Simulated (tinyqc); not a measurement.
Floating body of a partially depleted SOI transistor: body voltage and kink: two steps of the calculation.

Source at 0 V. Channel current Ic = 2 nf K Vt^2 [F(0) - F(Vd)](1 + la Vd), F(V) = ln^2(1 + exp((Vg - VT - nf V)/(2 nf Vt))), VT = VT0 - gb Vb. Saturation voltage Vs = 2 Vt sqrt(F(0)) + 3 Vt, excess Ve = (Vd - Vs + sqrt((Vd - Vs)^2 + 0.0004 V^2))/2, multiplication M1 = Ai Ve exp(-Bl/Ve). Each junction passes D(v) = J1 (exp(v/Vt) - 1) + J2 (exp(v/(2 Vt)) - 1). Bipolar current Ib = bb J1 (exp(Vb/Vt) - 1). The body settles where M1 (Ic + Ib) = D(Vb) + D(Vb - Vd) + Vb/Rb; drain current Id = (1 + M1)(Ic + Ib) - D(Vb - Vd).

Parameters, values chosen for the exercise; values of the order met in partially depleted silicon-on-insulator transistors: temperature T = 300 K; threshold at zero body voltage VT0 = 0.31 V; fall of the threshold per volt of body voltage gb = 0.35; slope factor nf = 1.47; gain factor per width K = 280 uA/(V^2 um); channel-length modulation factor la = 0.08 1/V; impact-ionisation prefactor Ai = 3.98 1/V; impact-ionisation voltage Bl = 4 V; diffusion saturation current of each junction J1 = 2.1e-12 uA/um; recombination saturation current of each junction J2 = 1.1e-9 uA/um; gain of the lateral bipolar transistor on the diffusion current bb = 0.5; resistance of a weak body tie to the source (1e9 stands for no tie, and the term is then dropped) Rb = 1e9 kohm um; gate voltage Vg = 0.72 V; drain voltage Vd = 1.3 V.

Constants: q = 1.602176634e-19 C, kB = 1.380649e-23 J/K, Vt = kB T/q. Results are converted to the units shown.

Task 1. New Vb. Current into the body I_in = M1 (Ic + Ib) - D(Vb - Vd), current out I_out = D(Vb) + Vb/Rb; f = ln(I_in/I_out), s = df/dVb by central differences over 1e-5 V, Vb(new) = Vb - f/s.

Vb at the start = 0.61 V

Give: Ic; Ve; M1; I_in; I_out; f; s; Vb after iteration 1.

Result 1.

Ic = 40.88 uA/um
Ve = 0.7984 V
M1 = 0.02120
I_in = 0.8669 uA/um
I_out = 0.03728 uA/um
f = 3.146
s = -39.26 1/V
Vb after iteration 1 = 0.6901 V

Task 2. Drain current with floating and with grounded body. Id and VT at the converged Vb, Id at Vb = 0, their ratio, and the bipolar share Ib/(Ic + Ib).

converged Vb = 0.69012856 V

Wanted: VT; Id, floating; Id, grounded; ratio; bipolar share.

Result 2.

VT = 0.068455 V
Id, floating = 45.873 uA/um
Id, grounded = 18.662 uA/um
ratio = 2.4581
bipolar share = 0.91445 %

The body rises to 0.690 V and lowers the threshold by 242 mV.

Range of the model: The multiplication law is an empirical form chosen for the exercise; self-heating and capacitive coupling to the body are left out, and the linear laws are rough once Vb passes about 0.7 V or M1 about 0.1.

tinyqc, about 0.2 s, one thread, Intel Xeon 2.30GHz (shared host): `OMP_NUM_THREADS=1 python tinyqc.py 2182028 2182029 out.jsonl`
